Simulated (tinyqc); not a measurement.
# Threshold-voltage variability of a planar MOSFET, analytic estimates: a gate of 2 grains

Three independent sources add in quadrature: random dopants in the depleted layer, metal-gate grains of two orientations, and roughness of the two gate edges acting through the roll-off VT = VT(long) - Vr exp(-L/l). These are first-order estimates: no three-dimensional electrostatics, no percolation.

Each of 2 equal grains has the higher work function with probability p; the threshold shift is dW (j/2 - p) for j such grains, and the off current changes by exp(-shift/(n Vt)).

Parameters, values chosen for the exercise; material values close to those of silicon: temperature T = 300 K; work-function difference of the two grain orientations dW = 0.2 eV; share of the orientation of higher work function p = 0.5; subthreshold factor n = 1.42.

Constants: q = 1.602176634e-19 C, kB = 1.380649e-23 J/K, Vt = kB T/q. Results are converted to the units shown.

Distribution:
```
j  probability  shift (mV)  Ioff factor  probability x factor
0       0.2500      -100.0        15.24                 3.811
1       0.5000         0.0        1.000                0.5000
2       0.2500       100.0      0.06561               0.01640
```

The standard deviation is dW sqrt(p (1 - p)/2) = 70.7 mV. The mean off current is 4.33 times the nominal one; the log-normal formula exp(s^2/(2 (n Vt)^2)) gives 6.39. Devices with j = 0, 25 % of all, carry 88 % of the mean leakage.

Program tinyqc, `OMP_NUM_THREADS=1 python tinyqc.py 2090166 2090167 out.jsonl`; Intel Xeon 2.30GHz, shared host, one thread, about 0.01 s.
